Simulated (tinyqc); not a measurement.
Surface potential of a MOS transistor: implicit equation and explicit approximations: two steps of the calculation.

p-type body, charge-sheet picture, depletion and inversion only, full ionisation (an idealisation for deep acceptors), Boltzmann statistics (rough once Na exp(x - xn) passes about Nc/7). In units of Vt: xg = (Vg - Vfb)/Vt, x = psi/Vt, G = gamma/sqrt(Vt), xn = (2 phiF + Vc)/Vt. The implicit equation is (xg - x)^2 = G^2 [x - 1 + exp(x - xn)] for x above about 3. Cox = eps0 eox/tox.

Inputs (values chosen for the exercise); band and dielectric values close to those of silicon:
- T = 350 K (temperature)
- eox = 3.9 (relative permittivity of the gate insulator (close to silicon dioxide))
- tox = 6.7 nm (insulator thickness)
- Vc = 0 V (channel-body voltage)

Constants: q = 1.602176634e-19 C, kB = 1.380649e-23 J/K, Vt = kB T/q, eps0 = 8.8541878128e-14 F/cm where lengths are in cm. Results are converted to the units shown.

Question 1. Explicit approximation. Depletion value a = 1 + [sqrt(G^2/4 + xg - 1) - G/2]^2; inversion value b = xn + ln[(xg - xn)^2/G^2 - xn + 1] and first guess y = min(a, b) - ln(1 + exp(-|a - b|)) if a > xn + 1, else b = y = a; one second-order correction with D = exp(y - xn), p = 2 (xg - y) + G^2 (1 + D), w = (xg - y)^2 - G^2 (y - 1 + D): z = y + 2 w/(p + sqrt(p^2 - 2 (2 - G^2 D) w)), or the Newton step z = y + w/p where the root is not real.

G = 0.86728696
xn = 21.369563
xg = 34.150439

Find: a; b; y; p; w; z.

Answer 1.

a = 29.52
b = 26.65
y = 26.60
p = 155.9
w = -102.3
z = 25.94

The root of the implicit equation is x = 25.6410; y misses it by 0.96 and z by 0.30, in units of Vt (Newton branch).

Question 2. Potential, charges and gate control. psi = Vt x; N_dep = Cox Vt G sqrt(x - 1)/q; N_inv = (Cox Vt G/q) [sqrt(x - 1 + exp(x - xn)) - sqrt(x - 1)]; dpsi/dVg = 1/[1 + G^2 (1 + exp(x - xn))/(2 (xg - x))].

converged x = 25.641013
G = 0.86728696
xn = 21.369563
xg = 34.150439

Wanted: psi; N_dep; N_inv; dpsi/dVg.

Answer 2.

psi = 0.77335 V
N_dep = 4.1770e11 cm^-2
N_inv = 4.0790e11 cm^-2
dpsi/dVg = 0.23754

psi lies 4.3 Vt above 2 phiF + Vc.

Computed by the program tinyqc: `OMP_NUM_THREADS=1 python tinyqc.py 2122022 2122023 out.jsonl`, one thread of a shared Intel Xeon 2.30GHz, about 0.01 s for the whole run.
